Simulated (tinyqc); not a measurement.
Tight binding, kagome lattice, step by step. One step of it, computed by the program tinyqc.

Problem. Bloch Hamiltonian at k. H_AB = -t1 - t2 exp(-i k.a1), H_AC = -t1 - t2 exp(-i k.a2), H_BC = -t1 - t2 exp(i k.(a1 - a2)), H_CC = delta.

Parameters chosen for this model:
```
parameter     value                unit
t1         1.440000    eV, up triangles
t2         1.440000  eV, down triangles
delta      0.200000        eV on site C
```

k point k (fractions of the reciprocal vectors): 0.030000  -0.230000

Give: H(k) at k.

Solution.

H(k) at k (eV), lower triangle (Hermitian):
```
                 A                B       C
A           0.0000
B  -2.8545-0.2698i           0.0000
C  -1.6205+1.4286i  -1.3496+1.4372i  0.2000
```
